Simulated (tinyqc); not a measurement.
Worked calculation: tight binding, honeycomb lattice. One step of it, computed by the program tinyqc.

Problem. Levels at k. Diagonalise the Hermitian matrix.

H(k) at k (eV):
```
,A,B
A,0.389025,-0.765942-0.153371i
B,-0.765942+0.153371i,-0.274853
```

Give: eigenvalues; weights |c|^2 of the basis functions.

Solution.

eigenvalues (eV): -0.7917  0.9058

weights |c|^2 of the basis functions:
```
,band 1,band 2
A,0.3045,0.6955
B,0.6955,0.3045
```
